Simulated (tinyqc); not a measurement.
Inside a calculation. Method: geometry optimisation on the RHF/sto-3g surface (energies and gradients from PySCF), for BeH2, spin multiplicity 1. One step of it, computed by the program tinyqc.

Question. Step 2: move. Quasi-Newton step p = -H^(-1) g (the inverse Hessian comes from BFGS updates; coordinates in the order x, y, z of each atom); steps longer than 0.1 bohr are cut back (factor 0.316 here).

positions after step 1 (bohr):
```
             x          y         z
1Be  -0.135632  -0.097963  0.045446
2H   -0.032375   2.546877  0.277784
3H   -0.017186  -2.639776  0.166209
```

gradient (hartree/bohr):
```
               x            y            z
1Be  -0.00675945  -0.01905000  -0.01118145
2H    0.00362563   0.04166437   0.00681953
3H    0.00313382  -0.02261436   0.00436192
```

inverse Hessian in use (bohr^2/hartree), lower triangle:
```
           1          2          3          4          5          6          7          8
1   3.387428
2   0.080222   2.457865
3   0.087595   0.103908   3.474495
4  -0.027476  -0.019553  -0.043937   3.346837
5  -0.295818   0.079152  -0.465478   0.139215   4.681355
6  -0.051159  -0.028834  -0.081612   0.024982   0.255272   3.379491
7  -0.026619  -0.060670  -0.043658   0.013972   0.156603   0.026177   3.345980
8   0.215596   0.796317   0.361570  -0.119663  -1.427173  -0.226437  -0.095933   3.964190
9  -0.036436  -0.075074  -0.059550   0.018955   0.210207   0.035454   0.017481  -0.135133

          9
9  3.357430
```

Give: positions after step 2.

Answer.

positions after step 2 (bohr):
```
           x        y       z
1Be  -0.1220  -0.0777  0.0676
2H   -0.0393   2.4721  0.2648
3H   -0.0239  -2.5852  0.1570
```
